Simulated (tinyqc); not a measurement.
From results back to parameters: Shockley-Read-Hall recombination through one deep level. Three cases, with inputs chosen for the exercise.

Problem. Deep-level transient spectroscopy: the emission rate is en = gam sigma T^2 exp(-dE/kB T), dE = Ec - Et. Two rates were computed from hidden dE and sigma.

Constants: kB = 8.617333262e-05 eV/K.

Find: ln(en/T^2) at T1 and T2; dE; sigma.

Method. ln(en/T^2) against 1/T is a line of slope -dE/kB and intercept ln(gam sigma); plotting ln en alone would overstate dE by about 2 kB T.

Case 1.

Values chosen (out of a larger set: gap and densities of states near those of GaAs at this temperature; not measured data): gam = 8.1e+19 1/(cm^2 s K^2) (vth Nc/T^2, which does not depend on T); T1 = 269 K; T2 = 308 K.

en(T1) = 2.91838 1/s
en(T2) = 79.7533 1/s

Solution.

ln(en/T^2) at T1 and T2: -10.1184  -7.0813

dE = 0.556 eV
sigma = 1.3e-14 cm^2

Case 2.

Values chosen (out of a larger set: gap and densities of states near those of Si at this temperature; not measured data): gam = 5.3e+21 1/(cm^2 s K^2) (vth Nc/T^2, which does not depend on T); T1 = 107 K; T2 = 126 K.

en(T1) = 0.424337 1/s
en(T2) = 22.2043 1/s

Solution.

ln(en/T^2) at T1 and T2: -10.2029  -6.5723

dE = 0.222 eV
sigma = 2.0e-16 cm^2

Case 3.

Values chosen (out of a larger set: gap and densities of states near those of Si at this temperature; not measured data): gam = 5.9e+21 1/(cm^2 s K^2) (vth Nc/T^2, which does not depend on T); T1 = 76 K; T2 = 88 K.

en(T1) = 14.7567 1/s
en(T2) = 530.968 1/s

Solution.

ln(en/T^2) at T1 and T2: -5.9698  -2.6800

dE = 0.158 eV
sigma = 1.3e-14 cm^2

Computed by tinyqc, one run a case: `OMP_NUM_THREADS=1 python tinyqc.py N N+1 out.jsonl` with N = 1681049, 1681054, 1681091; one thread of a shared Intel(R) Xeon(R) Processor @ 2.30GHz, about 0.01 s a run at most.
